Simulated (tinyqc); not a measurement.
Gain against electron density: polytypes and stacking faults of a tetrahedral semiconductor in an axial Ising model with couplings up to third neighbours. Computed by tinyqc, a small Python program. Command: `OMP_NUM_THREADS=1 python tinyqc.py 3021088 3021089 out.jsonl polytype walk`. One thread of a shared host (Intel(R) Xeon(R) Processor @ 2.30GHz), about 0.01 s of CPU time with the checks.

Each double layer has s = +1 or -1 for the sense of its stacking step; E per pair of atoms = E0 - sum_n J_n <s_i s_(i+n)>, n = 1, 2, 3. Hexagonality h = (1 - <s_i s_(i+1)>)/2.

Inputs (values chosen for the exercise, of the order of those of silicon for J, a, G and the gaps):
```
quantity,value,unit
J1,9.47,meV/pair
J2,-0.794,meV/pair
J3,-0.38,meV/pair
basal lattice constant a,3.84,angstrom
binding energy of the fault level E_b,0.089,eV
in-plane mass m,0.47,m0
effective density of states N_c at 300 K,1.7e+19,1/cm^3
temperature T,350,K
```

Host polytype: 3C.

Constants: 1 eV/angstrom^2 = 16.02176634 J/m^2; m_0 = 9.1093837015e-31 kg; hbar = 1.054571817e-34 J s; k_B = 1.380649e-23 J/K; k_B = 8.617333262e-05 eV/K.

Method. Faults in 3C: the sequences intrinsic (-), extrinsic (--), twin boundary (+ turns to -) are put between perfect repeats; k_n = (layers x C_n of the host) - sum_i s_i s_(i+n). gamma = sum k_n J_n/A, A = (sqrt 3/2) a^2; 1 meV/angstrom^2 = 16.02177 mJ/m^2. The fault binds electrons in a two-dimensional band E_b below the conduction edge, g2 = m m0/(pi hbar^2) for one valley. With the Fermi level held by the bulk, eta = ln[n/N_c(T)], N_c(T) = N_c (T/300)^1.5, the grand potential falls by g2 (k_B T)^2 F1(x), x = eta + E_b/(k_B T), F1(x) = integral from 0 to infinity of ln(1 + exp(x - t)) dt; sheet density g2 k_B T ln(1 + e^x). Band bending by the trapped charge is left out, so the gain is an upper bound.

fault coefficients k_n:
```
,J1,J2,J3
intrinsic,4,4,4
extrinsic,4,8,8
twin boundary,2,4,6
```

energy of the glide fault, intrinsic = 41.6338 mJ/m^2

At T:
```
n (1/cm^3),x,sheet density (1/cm^2),gain (mJ/m^2),gain/gamma,gain/gamma at T + 200 K
1.00e+14,-9.3239,5.2856e+08,2.5542e-05,6.1349e-07,2.6299e-07
1.00e+15,-7.0213,5.2834e+09,2.5537e-04,6.1336e-06,2.6298e-06
1.00e+16,-4.7187,5.2623e+10,2.5486e-03,6.1214e-05,2.6289e-05
1.00e+17,-2.4162,5.0630e+11,2.4994e-02,6.0033e-04,2.6198e-04
1.00e+18,-0.1136,3.7778e+12,2.1372e-01,5.1334e-03,2.5345e-03
5.00e+18,1.4959,1.0055e+13,7.2999e-01,1.7534e-02,1.1222e-02
2.00e+19,2.8822,1.7390e+13,1.6434e+00,3.9472e-02,3.3687e-02
```

What follows from these numbers?

For x well below 0 the gain is k_B T times the sheet density and linear in n; for x well above 0 the well fills and the gain grows only about as x^2. It stays below the fault energy in all rows; 200 K more changes it by a factor 0.43 at 1e16.
